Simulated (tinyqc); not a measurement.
MP2 on RHF in the sto-3g basis, frozen core, for BeH2, spin multiplicity 1, step by step. One step of it, computed by the program tinyqc.

Problem. Second-order Moller-Plesset energy. E2 = sum_ijab (ia|jb) [2 (ia|jb) - (ib|ja)] / (e_i + e_j - e_a - e_b) over occupied i, j and virtual a, b; the opposite-spin part is (ia|jb)^2 / denominator, the rest is same-spin, and SCS-MP2 scales them by 6/5 and 1/3.

orbital energies (hartree): [-4.530199, -0.425812, -0.384231, 0.212471, 0.213896, 0.379658, 0.743656]

Two-electron integrals over orbitals (pq|rs), unique and non-zero (hartree); the lowest 1 orbital is frozen and left out:
```
(22|22) 0.379027    (32|32) 0.159923    (33|22) 0.391109    (33|33) 0.414400
(42|22) 0.004713    (42|33) 0.005673    (42|42) 0.047848    (43|32) 0.007889
(43|43) 0.013487    (44|22) 0.356001    (44|33) 0.339344    (44|42) -0.015851
(44|44) 0.450722    (52|52) 0.047710    (53|53) 0.012882    (54|52) -0.005155
(54|54) 0.024676    (55|22) 0.356537    (55|33) 0.339394    (55|42) -0.005748
(55|44) 0.400953    (55|55) 0.449859    (62|22) -0.016116   (62|33) -0.041674
(62|42) -0.002591   (62|44) 0.062592    (62|55) 0.064397    (62|62) 0.081853
(63|32) -0.092050   (63|43) -0.006643   (63|63) 0.085600    (64|22) 0.001254
(64|33) -0.002441   (64|42) 0.044452    (64|44) -0.001904   (64|55) 0.004462
(64|62) 0.012914    (64|64) 0.048035    (65|52) 0.046477    (65|54) -0.003301
(65|65) 0.049291    (66|22) 0.380869    (66|33) 0.391463    (66|42) 0.014126
(66|44) 0.353941    (66|55) 0.356037    (66|62) -0.026854   (66|64) 0.008828
(66|66) 0.399405    (72|32) -0.040117   (72|43) -0.006539   (72|63) 0.061991
(72|72) 0.057109    (73|22) -0.000459   (73|33) -0.018179   (73|42) -0.009096
(73|44) 0.067888    (73|55) 0.068197    (73|62) 0.077094    (73|64) 0.006158
(73|66) -0.021194   (73|73) 0.086275    (74|32) -0.015092   (74|43) 0.012605
(74|63) 0.009477    (74|72) 0.002817    (74|74) 0.018391    (75|53) 0.013366
(75|75) 0.016881    (76|32) 0.139521    (76|43) 0.008738    (76|63) -0.091271
(76|72) -0.048900   (76|74) -0.013006   (76|76) 0.135894    (77|22) 0.405517
(77|33) 0.422224    (77|42) 0.001208    (77|44) 0.380547    (77|55) 0.380165
(77|62) -0.022119   (77|64) -0.003181   (77|66) 0.414948    (77|73) 0.000976
(77|77) 0.460617
```

Hartree-Fock energy = -15.52765672 hartree

Give: Terms; Pair energies; MP2 correlation energy; SCS-MP2 correlation energy; MP2 total energy.

Solution.

Terms:
```
i  j  a  b  (ia|jb)  (ib|ja)  denominator       term
3  3  6  6   0.0856   0.0856      -1.5278    -0.0048
2  2  6  6   0.0819   0.0819      -1.6109    -0.0042
2  3  6  7   0.0771   0.0620      -1.9334    -0.0037
3  2  7  6   0.0771   0.0620      -1.9334    -0.0037
3  3  7  7   0.0863   0.0863      -2.2558    -0.0033
2  2  4  4   0.0478   0.0478      -1.2766    -0.0018
2  2  5  5   0.0477   0.0477      -1.2794    -0.0018
3  2  6  7   0.0620   0.0771      -1.9334    -0.0015
2  3  7  6   0.0620   0.0771      -1.9334    -0.0015
2  2  7  7   0.0571   0.0571      -2.3389    -0.0014
3  3  4  4   0.0135   0.0135      -1.1934  -1.52e-04
3  3  5  5   0.0129   0.0129      -1.1963  -1.39e-04
2  3  4  7  -0.0091  -0.0065      -1.7662  -6.00e-05
3  2  7  4  -0.0091  -0.0065      -1.7662  -6.00e-05
3  3  4  6  -0.0066  -0.0066      -1.3606  -3.24e-05
3  3  6  4  -0.0066  -0.0066      -1.3606  -3.24e-05
3  2  4  7  -0.0065  -0.0091      -1.7662  -1.47e-05
2  3  7  4  -0.0065  -0.0091      -1.7662  -1.47e-05
2  2  4  6  -0.0026  -0.0026      -1.4438  -4.65e-06
2  2  6  4  -0.0026  -0.0026      -1.4438  -4.65e-06
```

Pair energies (hartree; pair i-j sums ij and ji):
```
pair  opposite spin  same spin
2-2         -0.0091          0
3-2         -0.0103  -2.43e-04
3-3         -0.0085          0
```

MP2 correlation energy = -0.028096 hartree

SCS-MP2 correlation energy = -0.033505 hartree

MP2 total energy = -15.555753 hartree
